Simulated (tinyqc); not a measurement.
Plane-wave Kohn-Sham cycle with exchange-only LDA in a layered model solid, step by step. Computed by tinyqc, a small Python program that keeps every step. Settings: points = 16, plane-wave index or count = 3, electrons = 2, k points = 1, area = 12.0, mixing = 0.3, iteration cap = 79. Command: `OMP_NUM_THREADS=1 python tinyqc.py 28740 28741 out.jsonl` (the two numbers bound the seeds that draw the settings). One thread of a shared host (Intel(R) Xeon(R) Processor @ 2.60GHz), about 0.02 s of CPU time with the checks. Later iterations appear only in the table of the cycle.

## Iteration 1: potential

A solid whose potential varies along x alone (atomic units):
```
parameter                      value
period a                   12.200000
cross-section of the cell  12.000000
electrons per cell                 2
grid points                       16
plane waves -n..n, n               3
k points                           1
V1 in V1 cos(2 pi x/a)     -0.340000
V2 in V2 cos(4 pi x/a)     -0.180000
```

density at the start, on the grid x_j = j a/N (e/bohr^3): [0.01366120, 0.01366120, 0.01366120, 0.01366120, 0.01366120, 0.01366120, 0.01366120, 0.01366120, 0.01366120, 0.01366120, 0.01366120, 0.01366120, 0.01366120, 0.01366120, 0.01366120, 0.01366120]

V_H(G) = 4 pi rho(G)/G^2 for G != 0 (uniform background); v_x = -(3 rho/pi)^(1/3); V = V_ext + V_H + v_x; Fourier components f(G_m) = (1/N) sum_j f(x_j) exp(-i G_m x_j).

Potentials on the grid (hartree):
```
x              V_ext       V_H        v_x          V
0.000000   -0.520000  0.000000  -0.235407  -0.755407
0.762500   -0.441398  0.000000  -0.235407  -0.676806
1.525000   -0.240416  0.000000  -0.235407  -0.475824
2.287500   -0.002833  0.000000  -0.235407  -0.238241
3.050000    0.180000  0.000000  -0.235407  -0.055407
3.812500    0.257392  0.000000  -0.235407   0.021984
4.575000    0.240416  0.000000  -0.235407   0.005009
5.337500    0.186840  0.000000  -0.235407  -0.048568
6.100000    0.160000  0.000000  -0.235407  -0.075407
6.862500    0.186840  0.000000  -0.235407  -0.048568
7.625000    0.240416  0.000000  -0.235407   0.005009
8.387500    0.257392  0.000000  -0.235407   0.021984
9.150000    0.180000  0.000000  -0.235407  -0.055407
9.912500   -0.002833  0.000000  -0.235407  -0.238241
10.675000  -0.240416  0.000000  -0.235407  -0.475824
11.437500  -0.441398  0.000000  -0.235407  -0.676806
```

V(G_m), m = 0, 1, 2, ... (hartree): [-0.235407, -0.170000, -0.090000, 0.000000, 0.000000, 0.000000, 0.000000]

## Iteration 1: Hamiltonian at one k

k = 0.000000 2 pi / a

H(m,m') = (k + G_m)^2/2 delta + V(G_m - G_m'), with V(-G) = V(G).

H (hartree), order -3, -2, -1, +0, +1, +2, +3:
$$\begin{pmatrix}
0.958176 & -0.170000 & -0.090000 & 0.000000 & 0.000000 & 0.000000 & 0.000000 \\
-0.170000 & 0.295074 & -0.170000 & -0.090000 & 0.000000 & 0.000000 & 0.000000 \\
-0.090000 & -0.170000 & -0.102787 & -0.170000 & -0.090000 & 0.000000 & 0.000000 \\
0.000000 & -0.090000 & -0.170000 & -0.235407 & -0.170000 & -0.090000 & 0.000000 \\
0.000000 & 0.000000 & -0.090000 & -0.170000 & -0.102787 & -0.170000 & -0.090000 \\
0.000000 & 0.000000 & 0.000000 & -0.090000 & -0.170000 & 0.295074 & -0.170000 \\
0.000000 & 0.000000 & 0.000000 & 0.000000 & -0.090000 & -0.170000 & 0.958176
\end{pmatrix}$$

## Iteration 1: levels at that k

Diagonalise the Hermitian matrix.

eigenvalues (hartree): [-0.517095, -0.110195, 0.015640, 0.324059, 0.349100, 1.001558, 1.002450]

## Iteration 1: new density

Motion across x is left out: the lowest 1 band(s) hold two electrons at each of the k points (j + 1/2)/nk - 1/2. Residual R = rho(out) - rho(in); rho(new) = rho(in) + 0.3 R. rho(out) = 2/(a A nk) sum |psi|^2 with psi = sum c exp(i G x). Harris energy E = band energy - dV sum rho (V_H/2 + v_x) + (3/4) dV sum rho v_x with rho(in), dV = a A/N, band energy = (2/nk) sum of the filled levels.

rho(out) (e/bohr^3): [0.06087637, 0.04765020, 0.02270584, 0.00663199, 0.00138344, 0.00034040, 0.00011578, 0.00002221, 0.00000313, 0.00002221, 0.00011578, 0.00034040, 0.00138344, 0.00663199, 0.02270584, 0.04765020]

density after iteration 1 (e/bohr^3): [0.02782575, 0.02385790, 0.01637459, 0.01155244, 0.00997787, 0.00966496, 0.00959757, 0.00956950, 0.00956378, 0.00956950, 0.00959757, 0.00966496, 0.00997787, 0.01155244, 0.01637459, 0.02385790]

energy per cell = -0.91648573 hartree

## Iteration 2: potential

As before.

Potentials on the grid (hartree):
```
x              V_ext        V_H        v_x          V
0.000000   -0.520000   0.394124  -0.298405  -0.424281
0.762500   -0.441398   0.344971  -0.283488  -0.379915
1.525000   -0.240416   0.223508  -0.250062  -0.266970
2.287500   -0.002833   0.080372  -0.222612  -0.145073
3.050000    0.180000  -0.049405  -0.212000  -0.081405
3.812500    0.257392  -0.152991  -0.209761  -0.105360
4.575000    0.240416  -0.227507  -0.209272  -0.196362
5.337500    0.186840  -0.272352  -0.209068  -0.294580
6.100000    0.160000  -0.287318  -0.209026  -0.336344
6.862500    0.186840  -0.272352  -0.209068  -0.294580
7.625000    0.240416  -0.227507  -0.209272  -0.196362
8.387500    0.257392  -0.152991  -0.209761  -0.105360
9.150000    0.180000  -0.049405  -0.212000  -0.081405
9.912500   -0.002833   0.080372  -0.222612  -0.145073
10.675000  -0.240416   0.223508  -0.250062  -0.266970
11.437500  -0.441398   0.344971  -0.283488  -0.379915
```

V(G_m), m = 0, 1, 2, ... (hartree): [-0.231247, -0.023492, -0.074846, 0.001249, 0.000202, 0.000241, 0.000119]

## Iteration 2: Hamiltonian at one k

k = 0.000000 2 pi / a

As before.

H (hartree), order -3, -2, -1, +0, +1, +2, +3:
$$\begin{pmatrix}
0.962336 & -0.023492 & -0.074846 & 0.001249 & 0.000202 & 0.000241 & 0.000119 \\
-0.023492 & 0.299234 & -0.023492 & -0.074846 & 0.001249 & 0.000202 & 0.000241 \\
-0.074846 & -0.023492 & -0.098627 & -0.023492 & -0.074846 & 0.001249 & 0.000202 \\
0.001249 & -0.074846 & -0.023492 & -0.231247 & -0.023492 & -0.074846 & 0.001249 \\
0.000202 & 0.001249 & -0.074846 & -0.023492 & -0.098627 & -0.023492 & -0.074846 \\
0.000241 & 0.000202 & 0.001249 & -0.074846 & -0.023492 & 0.299234 & -0.023492 \\
0.000119 & 0.000241 & 0.000202 & 0.001249 & -0.074846 & -0.023492 & 0.962336
\end{pmatrix}$$

## Iteration 2: levels at that k

As before.

eigenvalues (hartree): [-0.267035, -0.163488, -0.031582, 0.300443, 0.319602, 0.968092, 0.968607]

## Iteration 2: new density

As before.

rho(out) (e/bohr^3): [0.04166785, 0.03523482, 0.02180535, 0.01091200, 0.00563080, 0.00403651, 0.00404274, 0.00446148, 0.00466399, 0.00446148, 0.00404274, 0.00403651, 0.00563080, 0.01091200, 0.02180535, 0.03523482]

density after iteration 2 (e/bohr^3): [0.03197838, 0.02727098, 0.01800382, 0.01136031, 0.00867375, 0.00797643, 0.00793112, 0.00803710, 0.00809384, 0.00803710, 0.00793112, 0.00797643, 0.00867375, 0.01136031, 0.01800382, 0.02727098]

energy per cell = -0.50479201 hartree

## Convergence

Stop when sqrt(dV sum R^2) is below 1e-8, dV = a A/N.

Course of the cycle:
```
iteration  E (hartree)  norm of the residual
1          -0.91648573              2.42e-01
2          -0.50479201              8.28e-02
3          -0.58604464              2.36e-01
4          -0.78146663              1.93e-01
5          -0.49614405              5.09e-02
6          -0.51982206              9.97e-02
7          -0.60859633              2.41e-01
8          -0.78098521              1.89e-01
9          -0.49677622              5.09e-02
10         -0.51304952              8.91e-02
11         -0.59541170              2.34e-01
...                ...                   ...
69         -0.49739808              5.51e-02
70         -0.51704716              9.47e-02
71         -0.60138284              2.37e-01
72         -0.77714393              1.88e-01
73         -0.49739627              5.51e-02
74         -0.51702502              9.47e-02
75         -0.60135132              2.37e-01
76         -0.77713339              1.88e-01
77         -0.49739751              5.51e-02
78         -0.51704013              9.47e-02
79         -0.60137285              2.37e-01
```

Not converged within 79 iterations: the residual wanders without falling. Reruns (cap 100 unless said): mixing 0.1: not converged; mixing 0.5, Kerker q0 1.0: converged in 41 (E = -0.49297); mixing 0.3, Pulay depth 5: converged in 24 (E = -0.49297); the original settings with a cap of 400: not converged.
